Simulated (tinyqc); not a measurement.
p-i-n power rectifier, conductivity modulation at high injection: one step of the calculation.

A drift layer from x = -d to d (2 d = W) between ideal p+ and n+ emitters (no recombination in them). High injection, n = p, ambipolar diffusion with one lifetime; both mobilities scale as (T/300 K)^(-bt).

Question. Carrier profile. Da = 2 mun mup Vt/(mun + mup), La = sqrt(Da tau), B = (mun - mup)/(mun + mup) with mun = mud (T/300 K)^(-bt), mup likewise; n(x) = (tau J/(2 q La)) [cosh(x/La)/sinh(d/La) - B sinh(x/La)/cosh(d/La)]. 9 equal steps.

Inputs (values chosen for the exercise); bulk values close to those of 4H silicon carbide:
- T = 300 K (temperature)
- mud = 794 cm^2/(V s) (drift mobility at 300 K)
- bt = 2.1 (temperature exponent of the drift mobility)
- mup = 106 cm^2/(V s) (hole mobility at 300 K)
- J = 20 A/cm^2 (forward current density)
- tau = 2.9e-6 s (high-level lifetime)

Constants: q = 1.602176634e-19 C, kB = 1.380649e-23 J/K, Vt = kB T/q. Results are converted to the units shown.

drift thickness W = 160.58007 um

Wanted: Da; La; B; x; n.

Answer.

Da = 4.835 cm^2/s
La = 37.45 um
B = 0.7644

```
point  x (um)  n (cm^-3)
0      -80.29   8.563e16
1      -62.45   5.335e16
2      -44.61   3.340e16
3      -26.76   2.118e16
4       -8.92   1.387e16
5        8.92   9.758e15
6       26.76   7.907e15
7       44.61   7.885e15
8       62.45   9.688e15
9       80.29   1.373e16
```

d/La = 2.14.

tinyqc, about 0.01 s, one thread, Intel Xeon 2.30GHz (shared host): `OMP_NUM_THREADS=1 python tinyqc.py 2230152 2230153 out.jsonl`
